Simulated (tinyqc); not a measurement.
# Bandgap voltage reference from two bipolar transistors, step by step

Numbers from tinyqc (`OMP_NUM_THREADS=1 python tinyqc.py 2062063 2062064 out.jsonl`; about 0.02 s on one thread of a shared Intel Xeon 2.30GHz). Printed values are rounded.

Two transistors of area 1 and N carry the same current I. Is(T) = Is (T/T0)^eta exp[(Vg0 q/kB)(1/T0 - 1/T)], VBE1 = Vt ln(I/Is(T)) + I rb, VBE2 = Vt ln(I/(N Is(T))) + I rb/N. The amplifier forces I R1(T) = VBE1 - VBE2 + Vos, with R(T) = R (1 + tc (T - T0)) for both resistors, and the output is Vref = VBE1 + I R2(T). Base currents and the Early effect are neglected.

Inputs (values chosen for the exercise); values of the order met in silicon bipolar transistors: reference temperature T0 = 300 K; band-gap voltage extrapolated to 0 K Vg0 = 1.187 V; temperature exponent of the saturation current eta = 3.3; saturation current of the unit transistor at T0 Is = 1.3e-18 A; area ratio of the second transistor N = 4; resistor across which the difference of VBE falls, at T0 R1 = 7.5 kohm; temperature coefficient of both resistors tc = 400 ppm/K; offset of the amplifier Vos = 1.6 mV; series resistance of the unit transistor rb = 69 ohm; output resistor at T0 R2 = 101.1 kohm; temperature T = 233 K.

Constants: q = 1.602176634e-19 C, kB = 1.380649e-23 J/K. Results are converted to the units shown.

## Operating point at the reference temperature

Vt = kB T/q; I = (Vt ln N + Vos)/(R1(T) - rb (1 - 1/N)). Evaluate at T = T0.

Vt = 0.0258520 V
I = 5.02648 uA
Is(T) = 1.3e-18 A
VBE1 = 0.749625 V
I R2 = 0.508177 V
Vref = 1.25780 V

## Operating point at another temperature

Vt = kB T/q; I = (Vt ln N + Vos)/(R1(T) - rb (1 - 1/N)).

Vt = 0.0200784 V
I = 4.06148 uA
Is(T) = 1.04157e-24 A
VBE1 = 0.859783 V
I R2 = 0.399611 V
Vref = 1.25939 V

From T0 to T, VBE1 changes by 110 mV and I R2 by -109 mV, which leaves 1.59 mV in Vref.

## Resistor for zero slope at T0, ideal case

With tc = 0, Vos = 0 and rb = 0 the current is proportional to T, dVBE/dT = (VBE - Vg0 - (eta - 1) Vt)/T, and Vref has zero slope at T0 when Vref = Vg0 + (eta - 1) Vt0. Find VBE1, its slope, that Vref, R2/R1 and the curvature d2Vref/dT2 = -(eta - 1) kB/(q T0).

VBE1 = 0.747970 V
dVBE/dT = -1.66163 mV/K
Vref = 1.24646 V
R2/R1 = 13.9093
curvature = -0.660662 uV/K^2
